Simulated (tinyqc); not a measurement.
# From junction depth x_j back to length scale l

Model: sheet resistance and Hall data of a diffused or implanted layer. Computed by tinyqc, a small Python program. Command: `OMP_NUM_THREADS=1 python tinyqc.py 3029660 3029661 out.jsonl layer inv`. One thread of a shared host (Intel(R) Xeon(R) Processor @ 2.30GHz), about 0.01 s of CPU time with the checks.

Carriers are taken equal to the net active doping down to the junction (full ionisation, which deep dopants in wide-gap hosts do not reach; no spill-over, no depletion), and the Hall factor is 1.

Inputs (values chosen for the exercise, modelled on donors in GaAs): peak concentration N_0 = 4.3e+18 1/cm^3; background doping N_B (opposite type) = 2.6e+14 1/cm^3.

Profile: Gaussian at the surface. Activation: complete.

Method. N(x) = N_0 exp(-x^2/l^2), dose N_0 l sqrt(pi)/2, junction x_j = l sqrt(ln(N_0/N_B)).

Question. A run gave the result below. Find the length scale l, known to lie between 49 and 67 nm.

junction depth x_j = 166.2727 nm

Answer.

Each step takes the trial c = (a f_b - b f_a)/(f_b - f_a), f being the result less the target and a, b, c the logarithms of the listed values; c replaces end b, the old b replaces a if the sign of f changed, and otherwise f_a is halved.

Scan of the range:
```
length scale l (nm)  junction depth x_j (nm)
49.0                                 152.715
51.6                                 160.819
54.4                                 169.545
57.3                                 178.583
60.4                                 188.245
63.6                                 198.218
67.0                                 208.815
```

False position (Illinois rule, in the logarithm of the input) inside the bracket:
```
step    end a    end b    trial  junction depth x_j (nm)
1     51.6000  54.4000  53.3326                  166.219
2     54.4000  53.3326  53.3498                  166.272
3     54.4000  53.3498  53.3502                  166.273
4     53.3498  53.3502  53.3500                  166.273
```

Junction depth x_j rises at every point of a 13-point scan of the range (every second point is shown), so one value fits; it is bracketed by 51.6 and 54.4. The scan shows a pure power law with exponent 1.000, so scaling from any one row also gives the answer directly. Answer: length scale l = 53.35 nm.
